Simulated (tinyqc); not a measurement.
Inside a calculation: bond unit of a tetrahedral oxide and its oxygen vacancy in tight binding. Values are carried at full precision from step to step, so a last printed digit may differ when a step is redone from the rounded ones.

Two sp3 hybrids h1, h2 at eh = (es + 3 ep)/4 point at one oxygen with orbitals s, px, py, pz; x joins the two cations, z bisects the angle phi, and th = (180 - phi)/2. With u = hbar^2/(m d^2) = 2c/d^2, c = hbar^2/2m0: Vhs = -(1.32 + sqrt3 x 1.42) u/2 and Vhp = (1.42 + sqrt3 x 2.22) u/2. <h|s> = Vhs for both; <h1|px> = Vhp cos(th), <h2|px> = -Vhp cos(th); <h|pz> = Vhp sin(th) for both; py is a lone pair. The unit holds 8 electrons. Coupling between units, which widens the levels into bands, is left out.

Constants: hbar^2/2m0 = 3.80998211 eV angstrom^2.

Parameters, chosen for this exercise (near tabulated values for SiO2; shifted at random, so the results belong to these values and not to a real crystal): es = -14.89 eV (s level of the cation); ep = -7.47 eV (p level of the cation); eos = -34.45 eV (s level of oxygen); eop = -16.44 eV (p level of oxygen); d = 1.6 angstrom (cation-oxygen distance); phi = 151 degrees (bond angle at oxygen); R = 2.55 angstrom (cation-cation distance across the vacancy).

## Level and couplings

Form eh, u, Vhs, Vhp and th.

eh (hybrid level) = -9.3250 eV
u = 2.9765 eV

Vhs, Vhp (eV): -5.6250  7.8360

th = 14.5 degrees

## The matrix

Fill it in.

H (eV), lower triangle:
```
         h1       h2         s        px        py        pz
h1  -9.3250
h2        0  -9.3250
s   -5.6250  -5.6250  -34.4500
px   7.5864  -7.5864         0  -16.4400
py        0        0         0         0  -16.4400
pz   1.9620   1.9620         0         0         0  -16.4400
```

## Levels, weights and charge

Diagonalise; the four lowest levels are filled. The excess of electrons on oxygen is twice the oxygen weight of the filled levels less 6.

levels (eV): -36.7865  -24.1857  -17.1131  -16.4400  -6.3154  -1.5793

weights:
```
    level 1  level 2  level 3  level 4  level 5  level 6
h1    0.040    0.171    0.027    0.000    0.433    0.329
h2    0.040    0.171    0.027    0.000    0.433    0.329
s     0.919    0.000    0.012    0.000    0.069    0.000
px    0.000    0.657    0.000    0.000    0.000    0.343
py    0.000    0.000    0.000    1.000    0.000    0.000
pz    0.001    0.000    0.934    0.000    0.065    0.000
```

highest filled to lowest empty = 10.1246 eV
excess electrons on oxygen = 1.046

The highest filled level is the py orbital of oxygen (100 %) and the lowest empty one is 87 % cation hybrid, even under exchange of the two cations. The spacing is that of an isolated unit and exceeds the gap of the solid.

## The odd block in closed form

The combination (h1 - h2)/sqrt2 couples to px alone, with W2 = sqrt2 Vhp cos(th); W3 = (eh - eop)/2; levels (eh + eop)/2 -/+ sqrt(W2^2 + W3^2); polarity W3/sqrt(W2^2 + W3^2).

W2, W3 (eV): 10.7288  3.5575

levels of the odd block (eV): -24.1857  -1.5793

polarity = 0.3147

## The neutral oxygen vacancy

Without the oxygen the two hybrids face each other at distance R and couple by -V2, V2 = 3.22 x 2c/R^2, c = hbar^2/2m0: a bond at eh - V2 with two electrons and an antibond at eh + V2. Levels are measured from eop, the lone-pair level that stands for the top of the valence band.

Form V2 and the two levels above eop. R is a chosen distance; in real silica the neutral vacancy relaxes to about 2.5 angstrom.

V2 = 3.7734 eV

levels above eop (eV): bond 3.3416, lone hybrid 7.1150, antibond 10.8884

bond-antibond splitting = 7.5467 eV

The filled bond lies 3.34 eV above the lone pairs, so it can trap a hole; the antibond lies above the lowest empty level of the intact unit (10.12 eV). A lone hybrid, as in a dangling bond, sits at 7.12 eV.

## Checks

- Levels of the odd block against the full matrix: they agree to 1e-10 or better.

(tinyqc, `OMP_NUM_THREADS=1 python tinyqc.py 1450366 1450367 out.jsonl`, Intel(R) Xeon(R) Processor @ 2.30GHz, 1 thread, shared host, about 0.01 s.)
